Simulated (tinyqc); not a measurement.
# Worked calculation: punch-through p+-n junction, ionisation integral and breakdown

Numbers from tinyqc (`OMP_NUM_THREADS=1 python tinyqc.py 2120140 2120141 out.jsonl`; about 0.1 s on one thread of a shared Intel Xeon 2.30GHz). Printed values are rounded.

A p+ layer at x < 0 and an n drift layer from x = 0 to L on an n+ substrate. Depletion approximation, built-in voltage neglected. Local ionisation coefficients alpha_n = an exp(-(bn/E)^mx), alpha_p = ap exp(-(bp/E)^mx). Electrons move towards +x, holes towards x = 0.

Values chosen for this exercise; material values close to those of 4H silicon carbide:
```
symbol,value,unit,meaning
eps_r,9.75,,relative permittivity
an,1.71e8,1/cm,prefactor of the electron ionisation coefficient
bn,3.19e7,V/cm,field constant for electrons
ap,3.45e8,1/cm,prefactor of the hole ionisation coefficient
bp,2.63e7,V/cm,field constant for holes
mx,1,,exponent
N,8.8e15,cm^-3,donor density of the drift layer
L,12,um,thickness of the drift layer
V,1710,V,reverse voltage
fr,1,,share of the depleted width that the grid covers
```

Constants: q = 1.602176634e-19 C, eps0 = 8.8541878128e-14 F/cm where lengths are in cm. Results are converted to the units shown.

## Field and ionisation coefficients on a grid

W = sqrt(2 eps0 eps_r V/(q N)), peak field E0 = q N W/(eps0 eps_r), falling linearly to 0 at W; if W > L the layer is punched through: W = L, E0 = V/L + q N L/(2 eps0 eps_r), falling linearly to E1 = V/L - q N L/(2 eps0 eps_r). Grid: 12 equal steps from 0 to fr W.

W = 12 um

| point | x (um) | E (kV/cm) | alpha_n (1/cm) | alpha_p (1/cm) |
|---|---|---|---|---|
| 0 | 0.00000 | 2404.921 | 296.6948 | 6143.463 |
| 1 | 1.00000 | 2241.601 | 112.8740 | 2769.349 |
| 2 | 2.00000 | 2078.281 | 36.89024 | 1101.428 |
| 3 | 3.00000 | 1914.960 | 9.962880 | 374.3119 |
| 4 | 4.00000 | 1751.640 | 2.107858 | 104.0172 |
| 5 | 5.00000 | 1588.320 | 0.3240238 | 22.21306 |
| 6 | 6.00000 | 1425 | 0.03242613 | 3.329808 |
| 7 | 7.00000 | 1261.680 | 0.001788144 | 0.3053888 |
| 8 | 8.00000 | 1098.360 | 4.165314e-5 | 0.01376342 |
| 9 | 9.00000 | 935.0396 | 2.609263e-7 | 2.100645e-4 |
| 10 | 10.00000 | 771.7195 | 1.909346e-10 | 5.459785e-7 |
| 11 | 11.00000 | 608.3993 | 2.895865e-15 | 5.808399e-11 |
| 12 | 12.00000 | 445.0792 | 1.276339e-23 | 7.500589e-18 |

## Ionisation integrals by the trapezoid rule

G(x) = integral from 0 to x of (alpha_n - alpha_p); I_n = integral of alpha_n exp(-G) (electrons injected at x = 0), I_p = integral of alpha_p exp(G(end) - G) (holes injected at the far edge); M = 1/(1 - I). All integrals by the trapezoid rule on the grid.

| point | G | alpha_n exp(-G) (1/cm) |
|---|---|---|
| 0 | 0.0000000 | 296.6948 |
| 1 | -0.4251621 | 172.6789 |
| 2 | -0.6112128 | 67.9763 |
| 3 | -0.6826571 | 19.7178 |
| 4 | -0.7059701 | 4.2701 |
| 5 | -0.7121600 | 0.6605 |
| 6 | -0.7134193 | 0.0662 |
| 7 | -0.7135993 | 0.0037 |
| 8 | -0.7136152 | 0.0001 |
| 9 | -0.7136159 | 0.0000 |
| 10 | -0.7136159 | 0.0000 |
| 11 | -0.7136159 | 0.0000 |
| 12 | -0.7136159 | 0.0000 |

I_n = 0.04137210
I_p = 0.5066334
M_n = 1.043158
M_p = 2.026890

A grid of 1500 steps over the whole width gives I_n = 0.04001 and I_p = 0.5127; the coarse I_n is 3.4 % above and the coarse I_p 1.2 % below those values. Holes multiply more: on this coarse grid M - 1 is 23.8 times as large for them.

## Breakdown voltage by secant steps

G(x) = integral from 0 to x of (alpha_n - alpha_p); I_n = integral of alpha_n exp(-G) (electrons injected at x = 0), I_p = integral of alpha_p exp(G(end) - G) (holes injected at the far edge); M = 1/(1 - I). Secant steps on ln I_n(V) = 0 with the integrals on a fine grid (1500 steps), from the points V = 1560 and 1940 V; stop when the step is below 1e-7 of V.

Course of the iteration:

| step | V (V) | I_n | change of V (V) |
|---|---|---|---|
| 1 | 1940 | 0.2204163 | 213 |
| 2 | 2152.636 | 2.009797 | -67.2 |
| 3 | 2085.482 | 0.8970900 | 9.04 |
| 4 | 2094.524 | 0.9929753 | 0.628 |
| 5 | 2095.151 | 1.000076 | -6.68e-3 |
| 6 | 2095.144 | 0.9999999 | 4.62e-6 |

Breakdown at 2095.1 V, with a peak field of 2726 kV/cm and W = 12.00 um. The integral for holes reaches 1 at the same voltage.
